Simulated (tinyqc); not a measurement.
Inside a calculation. Model: hole mobility in a silicon inversion layer, empirical terms and Matthiessen rule.

Numbers from tinyqc (`OMP_NUM_THREADS=1 python tinyqc.py 2510017 2510018 out.jsonl`; about 0.01 s on one thread of a shared Intel Xeon 2.30GHz). Printed values are rounded.

Inversion layer of sheet density Ns on a uniformly doped body, under a high-permittivity gate with an interlayer. The mobility terms are empirical power laws with prefactors chosen for the exercise; adding their inverses (Matthiessen) is itself an approximation.

Parameters, values chosen for the exercise; material values close to those of silicon: temperature T = 300 K; band gap Eg = 1.11 eV; relative permittivity of the semiconductor eps_r = 11.7; conduction-band density of states at T Nc = 2.79e19 cm^-3; valence-band density of states at T Nv = 2.68e19 cm^-3; body doping Nb = 7.4e17 cm^-3; reverse body bias Vsb = 0 V; weight of the inversion charge in the effective field eta = 0.3333; gate capacitance Cox = 0.71 uF/cm^2; phonon-limited mobility at 1 MV/cm and 300 K Ap = 141 cm^2/(V s); roughness-limited mobility at 1 MV/cm As = 270 cm^2/(V s); exponent of the roughness term gs = 1.3; Coulomb prefactor Ac = 1800 cm^2/(V s); charge at the interface Nit = 2.5e10 cm^-2; remote-phonon mobility without interlayer Ar = 260 cm^2/(V s); interlayer thickness ti = 0.8 nm; decay length of remote phonons lr = 0.7 nm; inversion density Ns = 7.8e11 cm^-2; ratio W/L WL = 5; drain voltage Vd = 0.01 V; measured linear current I = 0.482 uA.

Constants: q = 1.602176634e-19 C, kB = 1.380649e-23 J/K, Vt = kB T/q, eps0 = 8.8541878128e-14 F/cm where lengths are in cm. Results are converted to the units shown.

## Depletion charge and effective field

ni = sqrt(Nc Nv) exp(-Eg/(2 Vt)), Eg in volts; Ndep = sqrt(2 eps0 eps_r Nb (2 Vt ln(Nb/ni) + Vsb)/q); E = q (Ndep + eta Ns)/(eps0 eps_r), in MV/cm.

ni = 1.29802e10 cm^-3
Ndep = 2.97256e12 cm^-2
E = 0.499941 MV/cm

The depletion charge gives 92.0 % of the field.

## Mobility terms and their sum

With t = T/(300 K): muC = Ac (Ns/1e12 cm^-2) t/(Nb/1e17 cm^-3 + Nit/1e11 cm^-2), muP = Ap E^(-1/3) t^(-1.75), muS = As E^(-gs), muR = Ar exp(2 ti/lr)/t; 1/mu is the sum of the inverses.

terms (cm^2/(V s)): Coulomb 183.529, phonon 177.656, roughness 664.920, remote phonon 2556.50
mu = 77.0851 cm^2/(V s)
shares of 1/mu (%): Coulomb 42.0015, phonon 43.3901, roughness 11.5931, remote phonon 3.01525

The phonon term limits most.

## Iteration 1: inversion density for the measured current

Ns at the start = 3.9e11 cm^-2

I = (W/L) q Ns mu Vd. E = q (Ndep + eta Ns)/(eps0 eps_r) in MV/cm. With t = T/(300 K): muC = Ac (Ns/1e12 cm^-2) t/(Nb/1e17 cm^-3 + Nit/1e11 cm^-2), muP = Ap E^(-1/3) t^(-1.75), muS = As E^(-gs), muR = Ar exp(2 ti/lr)/t; 1/mu is the sum of the inverses. Ns(new) = I/((W/L) q mu Vd).

E = 0.479837 MV/cm
mu = 54.7442 cm^2/(V s)
Ns after iteration 1 = 1.09908e12 cm^-2

## Iteration 2: inversion density for the measured current

As before.

E = 0.516389 MV/cm
mu = 86.8316 cm^2/(V s)
Ns after iteration 2 = 6.92929e11 cm^-2

## Course of the iteration: inversion density for the measured current

Stop when Ns changes by less than 1e5 cm^-2, or after 120 iterations.

Course of the iteration:

| iteration | Ns (cm^-2) | \|change\| (cm^-2) |
|---|---|---|
| 1 | 1.09908e12 | 7.09e11 |
| 2 | 6.92929e11 | 4.06e11 |
| 3 | 8.19666e11 | 1.27e11 |
| 4 | 7.65619e11 | 5.40e10 |
| 5 | 7.86358e11 | 2.07e10 |
| 6 | 7.78042e11 | 8.32e9 |
| 7 | 7.81320e11 | 3.28e9 |
| 8 | 7.80019e11 | 1.30e9 |
| 9 | 7.80534e11 | 5.15e8 |
| 10 | 7.80330e11 | 2.04e8 |
| 11 | 7.80411e11 | 8.08e7 |
| 12 | 7.80379e11 | 3.20e7 |
| 13 | 7.80392e11 | 1.27e7 |
| 14 | 7.80387e11 | 5.02e6 |
| 15 | 7.80389e11 | 1.99e6 |
| 16 | 7.80388e11 | 7.88e5 |
| 17 | 7.80388e11 | 3.12e5 |
| 18 | 7.80388e11 | 1.24e5 |
| 19 | 7.80388e11 | 4.90e4 |

Converged in 19 iterations. At the end each change is about 0.40 times the one before, with alternating sign: linear convergence.

## Split C-V extraction

| point | Vg (V) | Cgc (uF/cm^2) | I (uA) |
|---|---|---|---|
| 0 | 0.2 | 7.19423e-5 | 5.19436e-10 |
| 1 | 0.3 | 0.00107435 | 1.15956e-7 |
| 2 | 0.4 | 0.0157341 | 2.52483e-5 |
| 3 | 0.5 | 0.179720 | 0.00398493 |
| 4 | 0.6 | 0.592999 | 0.108949 |
| 5 | 0.7 | 0.700755 | 0.422870 |
| 6 | 0.8 | 0.709374 | 0.812690 |
| 7 | 0.9 | 0.709958 | 1.21624 |
| 8 | 1 | 0.709997 | 1.61668 |
| 9 | 1.1 | 0.710000 | 2.00810 |
| 10 | 1.2 | 0.710000 | 2.38821 |
| 11 | 1.3 | 0.710000 | 2.75615 |
| 12 | 1.4 | 0.710000 | 3.11179 |

Q(Vg) is the trapezoid sum of Cgc from the first point (where Q is taken as 0); mu_eff = I/((W/L) Q Vd); mu_FE = (dI/dVg)/((W/L) Cox Vd) with a backward difference. Listed from point 4 on.

| point | Q (uC/cm^2) | mu_eff (cm^2/(V s)) | mu_FE (cm^2/(V s)) |
|---|---|---|---|
| 4 | 0.0493064 | 44.1928 | 29.5674 |
| 5 | 0.113994 | 74.1915 | 88.4282 |
| 6 | 0.184500 | 88.0963 | 109.809 |
| 7 | 0.255467 | 95.2168 | 113.675 |
| 8 | 0.326465 | 99.0414 | 112.800 |
| 9 | 0.397465 | 101.046 | 110.261 |
| 10 | 0.468465 | 101.959 | 107.071 |
| 11 | 0.539465 | 102.181 | 103.646 |
| 12 | 0.610465 | 101.948 | 100.181 |

At the last point mu_FE is 1.7 % below mu_eff.
